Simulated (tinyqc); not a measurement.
Avalanche multiplication and breakdown of a junction from ionisation integrals. Inputs raised by 2 %, one at a time. Computed by tinyqc, a small Python program. Command: `OMP_NUM_THREADS=1 python tinyqc.py 3011075 3011076 out.jsonl impact sens`. One thread of a shared host (Intel(R) Xeon(R) Processor @ 2.30GHz), about 0.04 s of CPU time with the checks.

Ionisation coefficients follow the local field. Position x runs through the depletion layer from the p side (x = 0), where electrons enter, to the n side (x = w), where holes enter. The built-in voltage is neglected.

Inputs (values chosen for the exercise, modelled on 4H-SiC): electron prefactor a_n = 1.68e+08 1/cm; electron field b_n = 3.27e+07 V/cm; hole prefactor a_p = 3.46e+08 1/cm; hole field b_p = 2.54e+07 V/cm; exponent c = 1; permittivity eps = 9.7; drift-layer mobility mu = 110 cm^2/(V s); doping N of the lightly doped side = 3.8e+16 1/cm^3; bias as a fraction of the breakdown voltage = 0.9.

Junction: one-sided abrupt n+p.

Constants: e = 1.602176634e-19 C; eps_0 = 8.8541878128e-12 F/m.

Method:
- alpha_n = a_n exp(-(b_n/F)^c), alpha_p = a_p exp(-(b_p/F)^c).
- Field F = F_m (1 - s), w = eps eps_0 F_m/(e N), V = F_m w/2, with s = 1 - x/w (the peak lies at the n+ side).
- With Phi(x) = int_0^x (alpha_n - alpha_p) dx': 1 - 1/M_n = I_n = int_0^w alpha_n exp(-Phi) dx and M_p = M_n exp(-Phi(w)); trapezoid rule on 401 even points; breakdown at I_n = 1.
- Solve I_n(F_m) = 1.
- Bias V = fraction times the breakdown voltage.
- M_n = 1/(1 - I_n), M_p = M_n exp(-Phi(w)); McIntyre excess noise for the carrier with the larger M, F_x = k M + (1 - k)(2 - 1/M), with k = (smaller M - 1)/(larger M - 1).
- R_on = w/(e mu N) with w the width at breakdown; figure of merit V_B^2/R_on; for a triangular field it equals eps eps_0 mu F_m^3/4.

Runs:
```
input moved                                       from         to  breakdown voltage (V)  width at breakdown (micrometre)    M_n  specific on-resistance (milliohm cm^2)
base run                                             -          -                  648.5                            4.277  1.235                                  0.6387
electron prefactor a_n (1/cm)                168000000  171360000                  647.9                            4.275  1.237                                  0.6384
electron field b_n (V/cm)                     32700000   33354000                  655.4                            4.300  1.213                                  0.6421
hole prefactor a_p (1/cm)                    346000000  352920000                  646.8                            4.272  1.232                                  0.6378
hole field b_p (V/cm)                         25400000   25908000                  664.9                            4.331  1.259                                  0.6467
permittivity eps                                   9.7      9.894                  659.1                            4.355  1.234                                  0.6503
doping N of the lightly doped side (1/cm^3)    3.8e+16  3.876e+16                  638.1                            4.201  1.236                                  0.6150
drift-layer mobility mu (cm^2/(V s))               110      112.2                  648.5                            4.277  1.235                                  0.6262
```

Exponents ln(y'/y) / ln(x'/x):
```
input                               breakdown voltage  width at breakdown     M_n  specific on-resistance
electron prefactor a_n                         -0.049              -0.025   0.072                  -0.025
electron field b_n                              0.538               0.269  -0.933                   0.269
hole prefactor a_p                             -0.135              -0.068  -0.115                  -0.068
hole field b_p                                  1.264               0.632   0.966                   0.632
permittivity eps                                0.816               0.908  -0.044                   0.908
doping N of the lightly doped side             -0.816              -0.908   0.044                  -1.908
drift-layer mobility mu                         0.000               0.000   0.000                  -1.000
```

To which inputs is each result most sensitive?

Among the inputs moved here: breakdown voltage answers most in size to hole field b_p (exponent +1.264), next to permittivity eps (+0.816); its exponent is below 0.0005 for drift-layer mobility mu. Width at breakdown answers most in size to doping N of the lightly doped side (exponent -0.908), and about equally to permittivity eps (+0.908); its exponent is below 0.0005 for drift-layer mobility mu. M_n answers most in size to hole field b_p (exponent +0.966), next to electron field b_n (-0.933); its exponent is below 0.0005 for drift-layer mobility mu. Specific on-resistance answers most in size to doping N of the lightly doped side (exponent -1.908), next to drift-layer mobility mu (-1.000). Its exponent -1.000 in drift-layer mobility mu: R_on = w/(e mu N).
